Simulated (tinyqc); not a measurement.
# Straight dislocations in isotropic elasticity: fields, energies, partials, Peierls stress and walls, step by step

A worked calculation. Computed by tinyqc, a small Python program that keeps every step. Command: `OMP_NUM_THREADS=1 python tinyqc.py 3026998 3026999 out.jsonl disloc walk`. One thread of a shared host (Intel(R) Xeon(R) Processor @ 2.30GHz), about 0.01 s of CPU time with the checks. Intermediate numbers are printed to about 6 digits and carried at full precision; extremes and crossings named in words are read from the listed rows.

The line runs along z, the glide plane is y = 0, and beta is the angle between b and the line (0 screw, 90 degrees edge): b_e = b sin(beta) along +x with the extra half plane at y > 0, b_s = b cos(beta). Stress is positive in tension.

Inputs (values chosen for the exercise, modelled on silicon):

| quantity | value | unit |
|---|---|---|
| shear modulus G | 65.4 | GPa |
| Poisson ratio nu | 0.215 | - |
| Burgers vector b | 3.84 | angstrom |
| stacking-fault energy gamma | 59.5 | mJ/m^2 |
| dislocation density rho | 1e+12 | 1/m^2 |
| core radius r0/b | 1.5 | - |
| unstable fault energy gamma_us | 1600 | mJ/m^2 |
| tilt angle theta | 6.9 | degrees |
| source length l | 2000 | nm |

Character: screw.

field point (x, y) (nm): -6.2  -5.7

Constants: 1 eV/angstrom^3 = 160.2176634 GPa.

## Line energy and line tension

Energy factor K = G [cos^2(beta) + sin^2(beta)/(1 - nu)]. E = K b^2/(4 pi) ln(R/r0) with R = 1/(2 sqrt(rho)); tension T = E + d^2E/d(beta)^2 = G b^2 [1 + nu - 3 nu sin^2(beta)]/(4 pi (1 - nu)) ln(R/r0). The core energy is taken into r0.

energy factor K = 65.4 GPa

ln(R/r0) = 6.76626

line energy E = 32.4092 eV/nm

line tension T = 50.1620 eV/nm

stored energy rho E = 5.19253 kJ/m^3

T/E = 1.55: bowing turns parts of the line towards the costlier edge character, so it is stiff.

## Stress at a point

With D = G b_e/(2 pi (1 - nu)), S = G b_s/(2 pi), r^2 = x^2 + y^2: s_xx = -D y (3x^2 + y^2)/r^4, s_yy = D y (x^2 - y^2)/r^4, s_xy = D x (x^2 - y^2)/r^4, s_zz = nu (s_xx + s_yy), s_xz = -S y/r^2, s_yz = S x/r^2. Pressure p = -trace/3.

stress (MPa):
```
         x         y         z
x    0.000     0.000   321.199
y    0.000     0.000  -349.374
z  321.199  -349.374     0.000
```

pressure p = 0 MPa

A screw dislocation has pure shear and no pressure field.

## Force on a second, equal dislocation at that point

Peach-Koehler force per length on a parallel dislocation with the same b: in the glide plane F_x = s_xy b_e + s_yz b_s, normal to it F_y = -(s_xx b_e + s_xz b_s), which drives climb of the edge part or cross-slip of a screw.

glide force F_x = -134.160 mN/m

normal force F_y = -123.340 mN/m

Along x the second dislocation is repelled.

## Splitting into partials

Shockley partials have b_p = b/sqrt(3) at the angles beta -/+ 30 degrees; their repulsion balances the fault at d = G b_p^2/(8 pi gamma) (2 - nu)/(1 - nu) [1 - 2 nu cos(2 beta)/(2 - nu)].

partial Burgers vector b_p = 2.21703 angstrom

splitting width d = 3.71049 nm

d/b = 9.66275

Widely split: cross-slip and climb need a constriction first.

## Peierls-Nabarro core of the undissociated dislocation

Misfit energy gamma(u) = (gamma_us/2)(1 - cos(2 pi u/b)), so the largest restoring stress is tau_max = pi gamma_us/b; u(x) = b/2 + (b/pi) arctan(x/zeta), zeta = K b/(4 pi tau_max). Summing the misfit energy over atomic rows a' apart gives, for a wide core, W_P = (K b^2/pi) exp(-2 pi zeta/a') and sigma_P = (K b/a') exp(-2 pi zeta/a'); a' = b/2 for edge and 30-degree lines, b sqrt(3)/2 for screw and 60-degree lines.

tau_max = 13.0900 GPa

half width zeta = 1.52672 angstrom

row spacing a' = 3.32554 angstrom

Peierls barrier W_P = 1070.62 meV/nm

Peierls stress sigma_P = 4219.90 MPa

zeta/a' = 0.46 and sigma_P/G = 0.065: the stress falls by a factor e for each a'/(2 pi) of half width. Caution: for a core this narrow higher harmonics of the row sum matter and the wide-core formula is rough. Caution: in covalent crystals lines are dissociated and reconstructed and move by kinks, so this sinusoidal model gives only the trend.

## Strength from dislocations

Frank-Read source, averaged over the loop: tau = G b/(2 pi l) [(1 - nu/2)/(1 - nu)] ln(l/r0). Taylor hardening: tau = 0.3 G b sqrt(rho).

Frank-Read stress = 18.5238 MPa

Taylor stress = 7.53408 MPa

Of the source, forest and Peierls stresses the largest here is the Peierls stress. Caution: the source is longer than the mean dislocation spacing 1/sqrt(rho), so the forest would pin it into shorter segments and its stress is only formal. Caution: in covalent crystals the flow stress is largely set by thermally activated glide over the Peierls barrier, which the source and Taylor stresses leave out.

## Low-angle tilt boundary

A symmetric tilt wall of edge dislocations has the spacing h = b/(2 sin(theta/2)); Read-Shockley: gamma_b = E0 theta (A - ln theta), E0 = G b/(4 pi (1 - nu)), A = 1 + ln(b/(2 pi r0)), theta in radians.

spacing h = 3.19056 nm

boundary energy = 267.763 mJ/m^2

angle of the maximum, exp(A - 1) = 6.07927 degrees

Caution: towards the maximum of the Read-Shockley curve the spacing is no longer large against the core size, so the formula is only rough.

## Character of the line

E = K b^2/(4 pi) ln(R/r0); T = G b^2 [1 + nu - 3 nu sin^2(beta)]/(4 pi (1 - nu)) ln(R/r0).

From screw to edge:

| beta (degrees) | K (GPa) | E (eV/nm) | T (eV/nm) | d (nm) |
|---|---|---|---|---|
| 0 | 65.4000 | 32.4092 | 50.1620 | 3.71049 |
| 15 | 66.5999 | 33.0038 | 48.3782 | 3.86825 |
| 30 | 69.8780 | 34.6283 | 43.5047 | 4.29924 |
| 45 | 74.3561 | 36.8474 | 36.8474 | 4.88799 |
| 60 | 78.8341 | 39.0665 | 30.1901 | 5.47674 |
| 75 | 82.1122 | 40.6910 | 25.3166 | 5.90774 |
| 90 | 83.3121 | 41.2856 | 23.5328 | 6.06549 |

The edge costs 1/(1 - nu) = 1.274 times the screw in energy, yet its tension is only (1 - 2 nu)/(1 + nu) = 0.469 of the screw value, so loops under stress are elongated along b. The edge splits 1.63 times as widely, (2 + nu)/(2 - 3 nu), since there the larger, edge parts of the partials repel with the factor 1/(1 - nu) and the small screw parts attract, while in the screw the roles are exchanged.

Checks made by the program: zero divergence of the stress field, by differences and relative to the size of its gradient (relative difference 1e-10); splitting against the force between the two partials (relative difference below 1e-10).
